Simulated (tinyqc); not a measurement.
Deep trap from a strong local potential in a two-band host (Koster-Slater model with semi-elliptic bands): one step, computed by the program tinyqc. Command: `OMP_NUM_THREADS=1 python tinyqc.py 3003290 3003291 out.jsonl deeptrap walk`. One thread of a shared host (Intel(R) Xeon(R) Processor @ 2.30GHz), about 0.02 s of CPU time with the checks.

The valence band spans -2 W_v to 0 and the conduction band E_g to E_g + 2 W_c. The orbital at the impurity site has weight f_v in the valence band and 1 - f_v in the conduction band, each spread as a semi-ellipse (2/(pi W^2)) sqrt(W^2 - x^2) about the band centre. The impurity adds U to this orbital. Spin is left out.

Task: The same problem as a small matrix. Each band is replaced by n levels e_k = centre + W cos(k pi/(n + 1)) with weights w_k = f (2/(n + 1)) sin^2(k pi/(n + 1)), k = 1..n (valence first); H_kl = e_k delta_kl + U sqrt(w_k w_l).

Inputs (values chosen for the exercise, with a gap close to that of germanium):
```
quantity                                value  unit
gap E_g                                 0.676    eV
half-width of the valence band W_v        4.1    eV
half-width of the conduction band W_c     2.2    eV
valence weight f_v of the site orbital    0.6     -
impurity potential U                     8.93    eV
levels per band n                           2     -
```

Impurity: repulsive, acceptor-like.

Give: host levels e_k; weights w_k; H.

Result:

host levels e_k (eV): -2.050  -6.150  3.976  1.776

weights w_k: 0.3  0.3  0.2  0.2

H (eV), lower triangle (symmetric):
```
       1       2      3      4
1  0.629
2  2.679  -3.471
3  2.187   2.187  5.762
4  2.187   2.187  1.786  3.562
```
